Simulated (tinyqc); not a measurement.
Permittivity of the insulator from five potentials.

Inverse problem. A node lies on a semiconductor-insulator interface. Steps: hs = tb/3 down into the semiconductor, ho = tox/1 up into the insulator, hy = L/6 sideways. The flux balance of its box reads eox (hy/ho)(above - node) + eps_r (hy/hs)(below - node) + [(eps_r hs + eox ho)/(2 hy)](left + right - 2 node) - q Na (hs/2) hy/eps0 = 0. Find eox.

Values chosen for this exercise; semiconductor permittivity made up:
```
symbol  value   unit                                     meaning
eps_r    12.2         relative permittivity of the semiconductor
tb          6     nm                              body thickness
tox       2.2     nm                         insulator thickness
L          57     nm                              channel length
Na          0  cm^-3       acceptor density of the depleted body
```

Constants: q = 1.602176634e-19 C, eps0 = 8.8541878128e-14 F/cm where lengths are in cm. Results are converted to the units shown.

psi (V): node 0.17923584, above 0.08, below 0.20078811, left 0.49, right 0.11174298

Answer. The balance is linear in eox.

eox = 3.90

Computed by the program tinyqc: `OMP_NUM_THREADS=1 python tinyqc.py 2480038 2480039 out.jsonl`, one thread of a shared Intel Xeon 2.30GHz, about 0.1 s for the whole run.
